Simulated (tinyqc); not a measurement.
# Inputs raised by 2 %, one at a time

Model: thermal and gravitational stress in a wafer during furnace and rapid thermal processing, and the onset of slip. Computed by tinyqc, a small Python program. Command: `OMP_NUM_THREADS=1 python tinyqc.py 3004267 3004268 out.jsonl slip sens`. One thread of a shared host (Intel(R) Xeon(R) Processor @ 2.30GHz), about 0.01 s of CPU time with the checks.

A thin free disc in plane stress, isotropic; T(r) = T_centre + dT (r/R)^n. Stress is positive in tension; sigma_SB = 5.670374419e-8 W/(m^2 K^4), g = 9.80665 m/s^2.

Inputs (values chosen for the exercise, modelled on silicon):
```
quantity,value,unit
wafer radius R,225,mm
thickness t,925,micrometre
Young's modulus E,153,GPa
expansion alpha,4.41,1e-6/K
edge less centre temperature dT,25,K
exponent n of the profile,16,-
temperature T,1075,K
prefactor A of the critical stress,0.00033,MPa
energy U of the critical stress,1.12,eV
density rho,2330,kg/m^3
heat capacity c,957,J/(kg K)
conductivity k,28.1,W/(m K)
wafer spacing s,7.4,mm
ramp rate,1.7,K/min
```

Temperature profile: edge zone, power law.

Constants: k_B = 8.617333262e-05 eV/K.

Method:
- With x = r/R: s_rr = alpha E dT (1 - x^n)/(n + 2), s_tt = alpha E dT [1 - (n + 1) x^n]/(n + 2).
- Critical resolved stress tau_c = A exp(U/(k_B T)), a form chosen for the exercise; slip when 0.492799 |s_tt(R)| > tau_c; allowed |dT| = tau_c (n + 2)/(0.492799 n alpha E).
- In a stack heated from the rim, heat flows inward by conduction and by radiation between wafers: k_eff = k + (16/3) sigma_SB T^3 s^2/t (a diffusion estimate with the spacing as path length). A steady ramp gives the parabolic lag dT = rho c (ramp) R^2/(4 k_eff); the allowed ramp uses n = 2.

Runs:
```
input moved,from,to,hoop stress at the edge (MPa),allowed |dT| (K),lag of the centre (K),allowed ramp rate (K/min)
base run,-,-,-14.99400,198.89,15.884,37.843
wafer radius R (mm),225,229.5,-14.99400,198.89,16.525,36.374
thickness t (micrometre),925,943.5,-14.99400,198.89,16.022,37.516
Young's modulus E (GPa),153,156.06,-15.29388,194.99,15.884,37.101
expansion alpha (1e-6/K),4.41,4.4982,-15.29388,194.99,15.884,37.101
edge less centre temperature dT (K),25,25.5,-15.29388,198.89,15.884,37.843
temperature T (K),1075,1096.5,-14.99400,156.91,15.465,30.664
ramp rate (K/min),1.7,1.734,-14.99400,198.89,16.201,37.843
```

Exponents ln(y'/y) / ln(x'/x):
```
input,hoop stress at the edge,allowed |dT|,lag of the centre,allowed ramp rate
wafer radius R,0,0.000,2.000,-2.000
thickness t,0,0.000,0.439,-0.439
Young's modulus E,1,-1.000,0.000,-1.000
expansion alpha,1,-1.000,0.000,-1.000
edge less centre temperature dT,1,0.000,0.000,0.000
temperature T,0,-11.971,-1.347,-10.624
ramp rate,0,0.000,1.000,0.000
```

Which inputs matter most for each result?

Among the inputs moved here: hoop stress at the edge answers most in size to expansion alpha (exponent +1.000), and about equally to Young's modulus E (+1.000), edge less centre temperature dT (+1.000); its exponent is below 0.0005 for wafer radius R, thickness t, temperature T, ramp rate. Its exponent 0.000 in wafer radius R: at given dT the stress does not depend on size. Allowed |dT| answers most in size to temperature T (exponent -11.971), next to expansion alpha (-1.000); its exponent is below 0.0005 for wafer radius R, thickness t, edge less centre temperature dT, ramp rate. Its exponent -1.000 in expansion alpha: stress is alpha E dT. lag of the centre answers most in size to wafer radius R (exponent +2.000), next to temperature T (-1.347); its exponent is below 0.0005 for Young's modulus E, expansion alpha, edge less centre temperature dT. Its exponent +2.000 in wafer radius R: diffusion over the radius. Allowed ramp rate answers most in size to temperature T (exponent -10.624), next to wafer radius R (-2.000); its exponent is below 0.0005 for edge less centre temperature dT, ramp rate. Its exponent -2.000 in wafer radius R: diffusion over the radius.
